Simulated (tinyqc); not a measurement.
Carrier density against temperature: charge neutrality of a doped semiconductor with incomplete ionisation. Computed by tinyqc, a small Python program. Command: `OMP_NUM_THREADS=1 python tinyqc.py 3030177 3030178 out.jsonl dopant walk`. One thread of a shared host (Intel(R) Xeon(R) Processor @ 2.30GHz), about 0.07 s of CPU time with the checks.

Energies are counted from the top of the valence band; E_D is measured down from the conduction band and E_A up from the valence band.

Inputs (values chosen for the exercise, for a model semiconductor):
```
quantity                    value   unit
gap at 0 K E_g0              3.94     eV
Varshni alpha            0.000415   eV/K
Varshni beta                  494      K
electron mass m_e             0.3    m_0
valleys M_c                     1      -
hole mass m_h               0.635    m_0
donor density N_D         5.7e+18  cm^-3
acceptor density N_A      2.7e+18  cm^-3
donor depth E_D            0.0597     eV
acceptor depth E_A           0.16     eV
donor degeneracy g_D            2      -
acceptor degeneracy g_A         2      -
```

Doping: n-type, compensated. Statistics of the bands: Fermi-Dirac.

Constants: k_B = 8.617333262e-05 eV/K; m_0 = 9.1093837015e-31 kg; k_B = 1.380649e-23 J/K; h = 6.62607015e-34 J s.

Method:
- E_g = E_g0 - alpha T^2/(T + beta).
- N_c = 2 M_c (2 pi m_e k_B T/h^2)^(3/2) and N_v = 2 (2 pi m_h k_B T/h^2)^(3/2), masses in units of m_0.
- n = N_c F_1/2((E_F - E_g)/k_B T), p = N_v F_1/2(-E_F/k_B T).
- F_1/2(eta) = (2/sqrt(pi)) int_0^infinity sqrt(x)/(1 + exp(x - eta)) dx, by the trapezoid rule in t = sqrt(x) with step 0.02 up to t = 12 (for eta < -12 by exp(eta) - exp(2 eta)/2^(3/2)).
- N_D+ = N_D/(1 + g_D exp((E_F - E_g + E_D)/k_B T)).
- N_A- = N_A/(1 + g_A exp((E_A - E_F)/k_B T)).
- Neutrality: p + N_D+ = n + N_A-; the log ratio is ln[(p + N_D+)/(n + N_A-)].
- Neutrality is solved by bisection at each T. The last column is -k_B d ln(n T^-3/2)/d(1/T) from this row and the one above; it turns negative as ionisation nears completion, when the density grows more slowly than that power of T.

Against temperature:
```
T (K)   n (cm^-3)  E_F from the band edge (eV)  ionised share  activation energy (eV)
25     5.0842e+04                      0.06097        0.47368                       -
31     1.4987e+07                      0.06127        0.47368                0.059700
43     1.2515e+10                      0.06188        0.47368                0.059700
63     3.6942e+12                      0.06289        0.47368                0.059700
99     3.9666e+14                      0.06472        0.47375                0.059693
150    7.9313e+15                      0.06737        0.47508                0.059523
230    7.1289e+16                      0.07234        0.48619                0.057778
300    1.9512e+17                      0.07844        0.50792                0.051670
350    3.1328e+17                      0.08407        0.52865                0.043843
600    9.7962e+17                      0.12654        0.64555                0.024001
```

What does the comparison show, and why?

Between the two coldest rows the activation energy is 0.0597 eV, 1.00 of the dopant depth: with compensation E_F is pinned at the level and the full depth shows. No row comes within 10 % of the net doping.
